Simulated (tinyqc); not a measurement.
Stillinger-Weber potential for a tetrahedral semiconductor. Bending a trimer. Computed by tinyqc, a small Python program. Command: `OMP_NUM_THREADS=1 python tinyqc.py 3016474 3016475 out.jsonl swsi sweep`. One thread of a shared host (Intel(R) Xeon(R) Processor @ 2.30GHz), about 0.06 s of CPU time with the checks.

With x = r/sigma: pair term eps A (B x^-4 - 1) exp(1/(x - a)); for each pair of neighbours j, k of atom i, three-body term eps lambda exp(gamma/(x_ij - a) + gamma/(x_ik - a)) (cos theta_jik + 1/3)^2; both vanish beyond x = a. A = 7.049556277, B = 0.6022245584, a = 1.8.

Inputs (values chosen for the exercise, modelled on silicon): energy scale eps = 2.191 eV; length scale sigma = 2.107 angstrom; three-body strength lambda = 22.9; gamma = 1.2; bond 1 of the trimer = 2.69 angstrom; bond 2 of the trimer = 2.27 angstrom.

Method. Atom 1 binds atoms 2 and 3 at the angle theta; the third side follows from the cosine rule. Sum the three pair terms and the three-body terms centred on each atom.

One run for each value; columns: (1) angle of the trimer theta (degrees); (2) energy of the trimer (eV); (3) three-body term at atom 1 (eV); (4) distance 2-3 (angstrom):
```
(1)      (2)         (3)     (4)
60   -4.0344  6.6841e-01  2.5065
70   -4.0444  4.3900e-01  2.8657
80   -3.8617  2.4739e-01  3.2044
90   -3.8056  1.0695e-01  3.5198
100  -3.8832  2.4543e-02  3.8092
110  -3.9076  7.2632e-05  4.0701
120  -3.8810  2.6736e-02  4.3006
140  -3.7275  1.8022e-01  4.6631
160  -3.5538  3.5389e-01  4.8852
180  -3.4799  4.2778e-01  4.9600
```

Describe and explain the trends.

Over the rows, energy of the trimer (eV) lies between -4.04 and -3.48 without a single trend; three-body term at atom 1 (eV) goes from 0.668 through a minimum among these rows, 7.26e-5 at 110, to 0.428. The term at atom 1 vanishes at the tetrahedral angle, 109.47 degrees. At the smallest angles a third bond forms between atoms 2 and 3.

Extremes, crossings and ranges named in words are read from the listed rows.
